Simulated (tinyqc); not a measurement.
Effect of the position of a charge sheet.

One sheet of -2.1e12 cm^-2 lies at the depth x from the gate; it shifts Vfb by -(q/eps0) Q s, with s = x/e2 in layer 2 and t2/e2 + (x - t2)/e1 in layer 1, and it induces the share s/(t1/e1 + t2/e2) of its image in the semiconductor.

Values chosen for this exercise:
- t1 = 1.2 nm (thickness of layer 1, next to the semiconductor)
- e1 = 4.02 (relative permittivity of layer 1)
- t2 = 3.8 nm (thickness of layer 2, next to the gate)
- e2 = 22.6 (relative permittivity of layer 2)

Constants: q = 1.602176634e-19 C, eps0 = 8.8541878128e-14 F/cm where lengths are in cm. Results are converted to the units shown.

Result of one run:

| x (nm) | shift (mV) | image in the semiconductor (%) |
|---|---|---|
| 3.75 | 63.05 | 35.56 |

What becomes of these results when the depth of the sheet x is changed from 3.75 to 3.12 nm, all else the same?

Result of the changed run:

| x (nm) | shift (mV) | image in the semiconductor (%) |
|---|---|---|
| 3.12 | 52.46 | 29.58 |

The whole series:

| x (nm) | shift (mV) | image in the semiconductor (%) |
|---|---|---|
| 0 | 0 | 0 |
| 0.62 | 10.42 | 5.879 |
| 1.25 | 21.02 | 11.85 |
| 1.88 | 31.61 | 17.83 |
| 2.5 | 42.04 | 23.71 |
| 3.12 | 52.46 | 29.58 |
| 3.75 | 63.05 | 35.56 |
| 4.38 | 118.7 | 66.95 |
| 5 | 177.3 | 100.0 |

The shift grows from 0 at the gate to 177 mV at the semiconductor, by 16.8 mV/nm in layer 2 and 94.5 mV/nm in layer 1, the ratio of the permittivities. A sheet between the layers has 36.0 % of its full effect.

Program tinyqc, `OMP_NUM_THREADS=1 python tinyqc.py 2010029 2010030 out.jsonl`; Intel Xeon 2.30GHz, shared host, one thread, about 0.01 s.
